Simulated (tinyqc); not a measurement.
Two-dimensional electron gas with Rashba and Dresselhaus coupling, step by step. Values are carried at full precision from step to step, so a last printed digit may differ when a step is redone from the rounded ones.

H = c k^2/m + al (ky sx - kx sy) + b1 (kx sx - ky sy) + gam kx ky (kx sy - ky sx), s the Pauli matrices, x = [100], c = hbar^2/2m0, b1 = gam (pi/L)^2 (hard walls). H = c k^2/m + B.s, so E = c k^2/m -/+ |B| and the lower state has its spin along -B.

Constants: hbar^2/2m0 = 3.80998211 eV angstrom^2; hbar = 6.58211957e-16 eV s.

Inputs chosen for the exercise (of the size met in GaAs; the results hold for these values, not for the real material):
- m = 0.0714 m0 (mass)
- al = 0.015 eV angstrom (Rashba constant)
- gam = 13 eV angstrom^3 (bulk Dresselhaus constant)
- L = 142 angstrom (width of the (001) well)
- n = 2.5 1e11/cm^2 (sheet density (one subband filled))
- phi = 60 degrees (angle of k from [100])

## Scales

b1; mean Fermi wave vector k0 = sqrt(2 pi n) (1e11/cm^2 = 1e-5/angstrom^2); E0 = c k0^2/m; b3 = gam k0^2/4; kR = al m/(2c) and ER = al kR/2, the shift and depth of a pure Rashba band.

b1 = 0.006363 eV angstrom
k0 = 0.01253 1/angstrom
E0 = 8.382 meV
b3 = 0.0005105 eV angstrom
kR = 0.0001406 1/angstrom
ER = 0.001054 meV

The ratio al/(b1 - b3) is 2.56; kR is 1.1 % of k0.

## Spin-orbit field at one point of the Fermi circle

k = k0 (cos phi, sin phi). Form B, the splitting 2|B| and the direction of the lower spin, atan2(-By, -Bx).

Bx, By (meV): [0.1931, -0.1575]

splitting = 0.4984 meV
direction of the lower spin = 140.8 degrees

## The matrix

H = [[E0, Bx - i By], [Bx + i By, E0]] in meV; diagonalise. Precession period h/(2|B|) = 2 pi hbar/(splitting).

H (meV), rows up, down and columns alike:
$$\begin{pmatrix}
8.3819 & 0.1931+0.1575i \\
0.1931-0.1575i & 8.3819
\end{pmatrix}$$

levels (meV): [8.1328, 8.6311]

period = 8.30 ps

## The two wave vectors at the energy E0 along this direction

Solve c k^2/m -/+ |B(k)| = E0. The spin turns by (k_outer - k_inner) per length, so a half turn takes pi/(difference).

k (1/angstrom): outer 0.012721, inner 0.012348

difference = 0.0003726 1/angstrom
length of a half turn = 843.2 nm

For linear terms alone the difference is (m/c)|B|/k, whatever the energy: every electron along this direction turns alike, the basis of the spin transistor. The cubic term makes it depend on density.

## Checks

- Difference of the Fermi wave vectors without Dresselhaus terms against al m/c: both 0.00028110.

(tinyqc, `OMP_NUM_THREADS=1 python tinyqc.py 1481070 1481071 out.jsonl`, Intel(R) Xeon(R) Processor @ 2.30GHz, 1 thread, shared host, about 0.01 s.)
